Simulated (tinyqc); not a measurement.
Worked calculation: Hueckel theory of the pi electrons with the omega technique, for the molecule [CH2]c1cccc(Cl)c1 (SMILES; centres numbered as the heavy atoms are written). Computed by tinyqc, a small Python program that keeps every step. Settings: charge = 0, omega = 1.0, damping = 0.7. Command: `OMP_NUM_THREADS=1 python tinyqc.py 20700 20701 out.jsonl` (the two numbers bound the seeds that draw the settings). One thread of a shared host (Intel(R) Xeon(R) Processor @ 2.60GHz), about 0.01 s of CPU time with the checks.

## The Hueckel matrix

Centres:
```
centre,"z_r, pi electrons of the neutral centre",h
1C,1,0.00000
2C,1,0.00000
3C,1,0.00000
4C,1,0.00000
5C,1,0.00000
6C,1,0.00000
7Cl,2,2.11000
8C,1,0.00000
```

Bonds:
```
i,j,k
1,2,1
2,3,1
3,4,1
4,5,1
5,6,1
6,7,0.39000
6,8,1
8,2,1
```

H_rr = alpha + h_r beta, H_rs = k_rs beta for bonded centres.

Hueckel matrix in units of beta (H = alpha + beta A), lower triangle:
```
,1C,2C,3C,4C,5C,6C,7Cl,8C
1C,0.00000
2C,1.00000,0.00000
3C,0.00000,1.00000,0.00000
4C,0.00000,0.00000,1.00000,0.00000
5C,0.00000,0.00000,0.00000,1.00000,0.00000
6C,0.00000,0.00000,0.00000,0.00000,1.00000,0.00000
7Cl,0.00000,0.00000,0.00000,0.00000,0.00000,0.39000,2.11000
8C,0.00000,1.00000,0.00000,0.00000,0.00000,1.00000,0.00000,0.00000
```

## Orbitals, round 1

pi electrons, sum of z_r less the charge = 9

Diagonalise; E = alpha + x beta with beta < 0, so the largest x are filled first; degenerate levels share their electrons. P = sum n_i c_ri c_si; each orbital has its largest coefficient positive (the first on a tie).

x values: 2.28359  2.00287  1.24091  0.96535  0.00000  -1.01195  -1.26518  -2.10560

occupations: 2.00000  2.00000  2.00000  2.00000  1.00000  0.00000  0.00000  0.00000

coefficients:
```
,MO1,MO2,MO3,MO4,MO5,MO6,MO7,MO8
1C,0.10555,-0.22846,-0.38780,-0.02985,0.75593,0.01251,-0.39765,-0.23597
2C,0.24103,-0.45758,-0.48122,-0.02882,0.00000,-0.01266,0.50309,0.49685
3C,0.18605,-0.38106,-0.05727,-0.49804,-0.37796,-0.49563,-0.13329,-0.40321
4C,0.18384,-0.30563,0.41016,-0.45196,0.00000,0.51422,-0.33446,0.35215
5C,0.23376,-0.23108,0.56624,0.06174,0.37796,-0.02473,0.55644,-0.33827
6C,0.34998,-0.15720,0.29249,0.51156,0.00000,-0.48920,-0.36953,0.36012
7Cl,0.78628,0.57226,-0.13126,-0.17430,0.00000,0.06111,0.04270,-0.03332
8C,0.25881,-0.30695,-0.15209,0.50007,-0.37796,0.49593,-0.10557,-0.40700
```

charge and bond-order matrix P, lower triangle:
```
,1C,2C,3C,4C,5C,6C,7Cl,8C
1C,1.00065
2C,0.63491,0.99975
3C,0.00183,0.52223,1.00515
4C,-0.11267,-0.00038,0.70455,0.99942
5C,-0.00221,-0.22436,-0.00611,0.63589,1.00782
6C,-0.11169,0.00158,-0.29303,0.00229,0.63069,0.98890
7Cl,0.01671,-0.00831,0.04509,-0.01082,-0.06704,0.11534,1.98666
8C,-0.00273,0.52321,-0.00761,-0.29401,0.00952,0.70033,-0.07872,1.01166
```

## Omega technique, round 1

h_r = h_r(0) + omega q_r, omega = 1, with q_r = z_r - P_rr; 0.7 of the old diagonal is kept.

matrix after round 1, lower triangle:
```
,1C,2C,3C,4C,5C,6C,7Cl,8C
1C,-0.00020
2C,1.00000,0.00008
3C,0.00000,1.00000,-0.00154
4C,0.00000,0.00000,1.00000,0.00018
5C,0.00000,0.00000,0.00000,1.00000,-0.00235
6C,0.00000,0.00000,0.00000,0.00000,1.00000,0.00333
7Cl,0.00000,0.00000,0.00000,0.00000,0.00000,0.39000,2.11400
8C,0.00000,1.00000,0.00000,0.00000,0.00000,1.00000,0.00000,-0.00350
```

## Orbitals, round 2

As before.

x values: 2.28608  2.00359  1.24045  0.96511  -0.00117  -1.01233  -1.26550  -2.10623

occupations: 2.00000  2.00000  2.00000  2.00000  1.00000  0.00000  0.00000  0.00000

coefficients:
```
,MO1,MO2,MO3,MO4,MO5,MO6,MO7,MO8
1C,0.10399,-0.22917,-0.38821,-0.02866,0.75593,0.01117,-0.39738,-0.23595
2C,0.23775,-0.45921,-0.48163,-0.02766,-0.00073,-0.01131,0.50281,0.49691
3C,0.18331,-0.38216,-0.05842,-0.49767,-0.37796,-0.49622,-0.13210,-0.40339
4C,0.18159,-0.30708,0.40908,-0.45341,0.00059,0.51288,-0.33584,0.35209
5C,0.23179,-0.23304,0.56579,0.06016,0.37796,-0.02307,0.55716,-0.33826
6C,0.34884,-0.16038,0.29408,0.51161,-0.00015,-0.48958,-0.36794,0.35957
7Cl,0.79059,0.56651,-0.13129,-0.17367,0.00003,0.06107,0.04246,-0.03323
8C,0.25620,-0.30870,-0.15077,0.49963,-0.37797,0.49650,-0.10686,-0.40732
```

charge and bond-order matrix P, lower triangle:
```
,1C,2C,3C,4C,5C,6C,7Cl,8C
1C,1.00116
2C,0.63491,1.00027
3C,0.00146,0.52224,1.00433
4C,-0.11267,-0.00059,0.70456,1.00039
5C,-0.00201,-0.22437,-0.00574,0.63587,1.00638
6C,-0.11170,0.00159,-0.29306,0.00185,0.63073,0.99128
7Cl,0.01668,-0.00830,0.04503,-0.01073,-0.06699,0.11494,1.98673
8C,-0.00251,0.52321,-0.00695,-0.29402,0.00929,0.70038,-0.07863,1.00946
```

## Omega technique, round 2

As before.

matrix after round 2, lower triangle:
```
,1C,2C,3C,4C,5C,6C,7Cl,8C
1C,-0.00048
2C,1.00000,-0.00003
3C,0.00000,1.00000,-0.00238
4C,0.00000,0.00000,1.00000,0.00000
5C,0.00000,0.00000,0.00000,1.00000,-0.00356
6C,0.00000,0.00000,0.00000,0.00000,1.00000,0.00495
7Cl,0.00000,0.00000,0.00000,0.00000,0.00000,0.39000,2.11678
8C,0.00000,1.00000,0.00000,0.00000,0.00000,1.00000,0.00000,-0.00529
```

## Convergence

Each round sets h_r = h_r(0) + omega (z_r - P_rr), keeping the share named as damping of the old diagonal; repeat until output and input diagonals agree to 1e-6.

Rounds:
```
round,sum n x,largest |h(out) - h(in)|
1,12.98544,1.33e-02
2,12.98930,9.27e-03
3,12.99200,6.45e-03
4,12.99389,4.49e-03
5,12.99521,3.13e-03
6,12.99614,2.18e-03
7,12.99678,1.52e-03
8,12.99723,1.06e-03
9,12.99754,7.39e-04
10,12.99776,5.15e-04
11,12.99791,3.59e-04
12,12.99802,2.51e-04
13,12.99809,1.75e-04
14,12.99814,1.22e-04
15,12.99818,8.50e-05
16,12.99820,5.92e-05
17,12.99822,4.13e-05
18,12.99823,2.88e-05
19,12.99824,2.01e-05
20,12.99825,1.40e-05
21,12.99825,9.77e-06
22,12.99826,6.81e-06
23,12.99826,4.75e-06
24,12.99826,3.31e-06
25,12.99826,2.31e-06
26,12.99826,1.61e-06
27,12.99826,1.12e-06
28,12.99826,7.83e-07
```

Converged in 28 rounds.

## Energy, charges, bond orders

final x values: 2.29168  2.00534  1.23929  0.96440  -0.00316  -1.01339  -1.26658  -2.10758

occupations: 2.00000  2.00000  2.00000  2.00000  1.00000  0.00000  0.00000  0.00000

final P, lower triangle:
```
,1C,2C,3C,4C,5C,6C,7Cl,8C
1C,1.00148
2C,0.63491,1.00075
3C,0.00107,0.52224,1.00368
4C,-0.11266,-0.00076,0.70457,1.00103
5C,-0.00178,-0.22437,-0.00527,0.63586,1.00514
6C,-0.11171,0.00157,-0.29309,0.00144,0.63079,0.99370
7Cl,0.01662,-0.00825,0.04488,-0.01060,-0.06684,0.11435,1.98683
8C,-0.00226,0.52321,-0.00630,-0.29404,0.00885,0.70043,-0.07841,1.00740
```

E = sum n x; q_r = z_r - P_rr; bond order p = P_rs; free valence = sqrt(3) - sum of p over the bonds of the atom.

pi energy = 9 alpha + this times beta = 12.99826

pi charges: 1C -0.00148, 2C -0.00075, 3C -0.00368, 4C -0.00103, 5C -0.00514, 6C 0.00630, 7Cl 0.01317, 8C -0.00740

Bond orders and lengths from R = 1.517 - 0.180 p (angstrom, C-C alone):
```
bond,p,R
1-2,0.63491,1.40272
2-3,0.52224,1.42300
3-4,0.70457,1.39018
4-5,0.63586,1.40255
5-6,0.63079,1.40346
6-7,0.11435,-
6-8,0.70043,1.39092
8-2,0.52321,1.42282
```

free valence of the carbons: 1C 1.09714, 2C 0.05170, 3C 0.50524, 4C 0.39162, 5C 0.46541, 6C 0.28648, 8C 0.50841

gap between the highest filled and the next level = 1.01023 |beta|
